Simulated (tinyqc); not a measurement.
On-chip interconnect, size-dependent resistivity and RC delay: course in time.

A rectangular line between two neighbours and two ground planes. Surface and grain-boundary scattering are added to the bulk resistivity as corrections; capacitances are parallel-plate values without fringing; inductance is ignored.

5 equal pi sections: series Rs = r Lw/5; node capacitances c Lw/5, halved at nodes 0 and 5, with Cl added to node 5; Rd feeds node 0. Elmore delay of node k: the sum, over the resistors on the path to k, of resistance times all capacitance downstream of it.

A 1 V step is applied behind Rd at t = 0. C dv/dt = -G v + b, with G the conductance matrix of the ladder (1/Rs between neighbours, 1/Rd added at node 0) and b = (1 V/Rd, 0, ...). Trapezoidal step: (C/dt + G/2) v(new) = (C/dt - G/2) v + b. The last column solves the same ladder exactly by its modes.

Parameters, values chosen for the exercise:
```
symbol  value  unit            meaning
Rd       7000   ohm  driver resistance
dt       1100    ps          time step
```

Rs = 42783.8 ohm
C, node 0 to 5 (fF): 4.00882  8.01764  8.01764  8.01764  8.01764  4.85882

Voltages (V):
```
t (ps)   node 0  node 2  node 5  node 5, exact
1100      1.756  0.3791  0.0691         0.0834
2200      0.244  0.6229  0.2676         0.2863
3300      1.630  0.6416  0.4699         0.4602
4400      0.382  0.7803  0.5946         0.5930
5500      1.532  0.8028  0.6958         0.6933
6600      0.489  0.8717  0.7725         0.7689
7700      1.450  0.8915  0.8274         0.8259
8800      0.574  0.9252  0.8714         0.8688
9900      1.380  0.9403  0.9024         0.9011
1.100e4   0.644  0.9564  0.9272         0.9255
1.210e4   1.320  0.9673  0.9449         0.9439
1.320e4   0.702  0.9744  0.9587         0.9577
```

What does the table show?

The far end of the ladder reaches 0.5 V at 3599 ps, 0.757 of its Elmore delay (ln 2 = 0.693 for a single pole); the slowest mode has a time constant of 3887 ps. The largest error of the trapezoidal steps at that node is 19 mV. Node 0 swings up and down from step to step: the trapezoidal rule does not damp modes much faster than dt, so these swings are numerical.

Range of the model: The metal width is under the mean free path, where the thick-limit surface term and the simple sum of corrections lose accuracy.

Numbers from tinyqc (`OMP_NUM_THREADS=1 python tinyqc.py 2100091 2100092 out.jsonl`; about 0.01 s on one thread of a shared Intel Xeon 2.30GHz).
